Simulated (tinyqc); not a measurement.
Specific resistance of a metal-semiconductor contact and its transmission-line measurement. From one set of inputs to another, one input at a time. Computed by tinyqc, a small Python program. Command: `OMP_NUM_THREADS=1 python tinyqc.py 3023895 3023896 out.jsonl contact ladder`. One thread of a shared host (Intel(R) Xeon(R) Processor @ 2.30GHz), about 0.01 s of CPU time with the checks.

The barrier is parabolic (depletion approximation), energies E are normal energies counted from the band edge in the neutral semiconductor (downwards for holes), and the bias is zero. xi is an input, held fixed when other inputs move.

The inputs printed are set A. Set A is modelled on n-type germanium; the values taken over come from a set modelled on p-type SiGe. Inputs not listed in the table keep their values of set A, so the rows need not describe a real material.

Inputs (values chosen for the exercise, modelled on n-type germanium):

| quantity | value | unit |
|---|---|---|
| tunnelling mass m | 0.12 | m_0 |
| permittivity eps | 16 | - |
| Richardson constant A* | 148 | A/(cm^2 K^2) |
| barrier height phi_B | 0.52 | eV |
| doping N | 3.2e+20 | 1/cm^3 |
| Fermi level above the band edge in the bulk, xi | 0.31 | eV |
| temperature T | 200 | K |
| sheet resistance R_sh | 5.4 | ohm |
| contact length d | 0.035 | micrometre |
| contact width W | 26 | micrometre |

Image-force lowering: included.

Constants: hbar = 1.054571817e-34 J s; eps_0 = 8.8541878128e-12 F/m; m_0 = 9.1093837015e-31 kg; k_B = 8.617333262e-05 eV/K; e = 1.602176634e-19 C.

Method:
- E_00 = (e hbar/2) sqrt(N/(eps eps_0 m)); band bending E_b = phi_B + xi; depletion width w = sqrt(2 eps eps_0 E_b/(e^2 N)). Image lowering d_phi = (e^3 N E_b/(8 pi^2 (eps eps_0)^3))^(1/4) (E_b in volts), and E_b - d_phi replaces E_b everywhere except in w.
- WKB transmission for E < E_b, with a = E/E_b: D = exp{-(E_b/E_00) [sqrt(1 - a) - a ln((1 + sqrt(1 - a))/sqrt(a))]}; D = 1 above.
- At zero bias 1/rho_c = (e A*/k_B^2) int D(E) f(E) dE, f = 1/(1 + exp((E - xi)/k_B T)); 200 Gauss-Legendre points from 0 to E_b, and k_B T ln(1 + exp((xi - E_b)/k_B T)) for the part above the barrier; the share of tunnelling is the part below.
- Transmission-line model: transfer length L_T = sqrt(rho_c/R_sh); R_c = (R_sh L_T/W) coth(d/L_T). Limits: rho_c/(W d) for d << L_T, sqrt(rho_c R_sh)/W for d >> L_T.

Each row keeps all changes above it:

| input moved | from | to | specific contact resistance rho_c (ohm cm^2) | contact resistance R_c (ohm) | depletion width (nm) |
|---|---|---|---|---|---|
| set A | - | - | 5.0639e-10 | 5.8049e-02 | 2.1417 |
| permittivity eps | 16 | 13 | 4.0006e-10 | 4.6360e-02 | 1.9305 |
| barrier height phi_B (eV) | 0.52 | 0.34 | 2.5567e-10 | 3.0478e-02 | 1.7084 |
| contact width W (micrometre) | 26 | 1 | 2.5567e-10 | 7.9244e-01 | 1.7084 |
| sheet resistance R_sh (ohm) | 5.4 | 9800 | 2.5567e-10 | 1.5829e+01 | 1.7084 |
| doping N (1/cm^3) | 3.2e+20 | 1e+19 | 7.3341e-09 | 8.4831e+01 | 9.6641 |
| Richardson constant A* (A/(cm^2 K^2)) | 148 | 30.6 | 3.5472e-08 | 1.9610e+02 | 9.6641 |
| tunnelling mass m (m_0) | 0.12 | 0.3 | 1.5640e-07 | 5.5575e+02 | 9.6641 |

Where does the difference come from?

Specific contact resistance rho_c goes from 5.06e-10 to 1.56e-7, a factor 309 in all. The largest single move comes from doping N (a factor 28.7), and barrier height phi_B works against it (a factor 0.639). Contact resistance R_c goes from 0.0580 to 556, a factor 9570 in all. The largest single move comes from contact width W (a factor 26.0), and barrier height phi_B works against it (a factor 0.657). Depletion width goes from 2.14 to 9.66, a factor 4.51 in all. The largest single move comes from doping N (a factor 5.66). The single moves hold for this order of the switches; the total does not depend on the order.

Extremes, crossings and ranges named in words are read from the listed rows.
